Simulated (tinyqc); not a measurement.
Worked calculation: Wannier-Stark ladder of a miniband. Values are carried at full precision from step to step, so a last printed digit may differ when a step is redone from the rounded ones.

One state in each well j = -(Nw - 1)/2 ... (Nw - 1)/2: H_jj = j e F d, H_(j,j+1) = -W/4; 1 kV/cm = 0.01 meV/angstrom. In an infinite chain the levels are j e F d and the state of well 0 has amplitude J_j(x) in size on well j, x = W/(2 e F d).

Constants: hbar = 6.58211957e-16 eV s.

Values chosen for the exercise (near those of a non-polar GaN/AlGaN superlattice; the results hold for these values, not for the real material):
- W = 32 meV (miniband width)
- d = 48 angstrom (period)
- F = 29 kV/cm (field)
- Nw = 7 (wells)

## Scales

Give e F d, x, the Bloch frequency e F d/(2 pi hbar) and period, and the swing W/(e F) of a wave packet.

e F d = 13.920 meV
x = 1.1494
frequency = 3.366 THz
period = 0.297 ps
swing = 110 angstrom

## The matrix

Fill it in.

H (meV), lower triangle:
```
         -3       -2       -1       0       1       2       3
-3  -41.760
-2   -8.000  -27.840
-1        0   -8.000  -13.920
0         0        0   -8.000       0
1         0        0        0  -8.000  13.920
2         0        0        0       0  -8.000  27.840
3         0        0        0       0       0  -8.000  41.760
```

## Levels and the middle state

Diagonalise; give the levels, their spacings and the weights of the middle level on the wells.

levels (meV): -45.797  -28.368  -13.952  0.000  13.952  28.368  45.797

spacings (meV): 17.429  14.415  13.952  13.952  14.415  17.429

weights: 0.0008  0.0217  0.2351  0.4847  0.2351  0.0217  0.0008

The spacing in the middle is 1.0023 e F d and at the ends 1.252 e F d; states that reach the ends of the stack are pushed apart.

## Bessel amplitudes

With x = W/(2 e F d): J_j(x)^2 for j = 0 to 5, their running sum over -j ... j, and the spread sqrt(sum j^2 J_j^2) = x/sqrt2. For a hole fixed in well 0 the J_j^2 are the strengths of the optical lines at j e F d.

Weights:
```
j   J_j^2     sum
0  0.4844  0.4844
1  0.2351  0.9546
2  0.0218  0.9983
3  0.0008  1.0000
4  0.0000  1.0000
5  0.0000  1.0000
```

spread = 0.813 periods

The strongest line is j = 0.

## Checks

- Weight on well 1 of the middle state of 61 wells against J_1(x)^2: both 0.2351.

tinyqc: `OMP_NUM_THREADS=1 python tinyqc.py 1281786 1281787 out.jsonl`; about 0.01 s, one thread, shared Intel(R) Xeon(R) Processor @ 2.30GHz.
